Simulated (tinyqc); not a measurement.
Configuration-coordinate model of carrier capture at a defect: one step. The two parabolas. Three cases, with inputs chosen for the exercise.

Task: Form S, k, dQ, the crossing point Qc = (ER - ET)/(k dQ), Eb, and the emission barrier Eb + ET.

Two parabolas of equal curvature k in one coordinate Q: with the carrier free at the band edge, U_f = k Q^2/2; with the carrier trapped, U_t = k (Q - dQ)^2/2 - ET. ER = k dQ^2/2, Huang-Rhys factor S = ER/hw, hw = 0.0646541 sqrt(k/M) eV for k in eV/angstrom^2 and M in u. The curves cross at a height Eb = (ER - ET)^2/(4 ER) above the free minimum.

Case 1.

Values chosen (of the size met at a deep level in GaN; the results hold for these values, not for the real material): ET = 0.92 eV (thermal depth of the level below the band edge); ER = 0.58 eV (relaxation energy); hw = 0.036 eV (phonon energy of the mode); M = 28 u (mass of the mode).

Case 2.

Values chosen (of the size met at a deep level in GaN; the results hold for these values, not for the real material): ET = 0.75 eV (thermal depth of the level below the band edge); ER = 0.42 eV (relaxation energy); hw = 0.033 eV (phonon energy of the mode); M = 70 u (mass of the mode).

Case 3.

Values chosen (of the size met at a deep level in Si; the results hold for these values, not for the real material): ET = 0.3 eV (thermal depth of the level below the band edge); ER = 0.14 eV (relaxation energy); hw = 0.036 eV (phonon energy of the mode); M = 70 u (mass of the mode).

Give: S; k; dQ; Qc; barriers.

Result:

Case 1.

S = 16.111
k = 8.6810 eV/angstrom^2
dQ = 0.3655 angstrom
Qc = -0.1071 angstrom

barriers (eV): capture 0.0498, emission 0.9698

Case 2.

S = 12.727
k = 18.2362 eV/angstrom^2
dQ = 0.2146 angstrom
Qc = -0.0843 angstrom

barriers (eV): capture 0.0648, emission 0.8148

Case 3.

S = 3.889
k = 21.7026 eV/angstrom^2
dQ = 0.1136 angstrom
Qc = -0.0649 angstrom

barriers (eV): capture 0.0457, emission 0.3457

ER < ET: the crossing lies on the far side of the free minimum (the inverted case), where tunnelling between vibrational states can matter much if Eb is well above hw.

Computed by tinyqc, one run a case: `OMP_NUM_THREADS=1 python tinyqc.py N N+1 out.jsonl` with N = 1450020, 1450139, 1450237; one thread of a shared Intel(R) Xeon(R) Processor @ 2.30GHz, about 0.01 s a run at most.
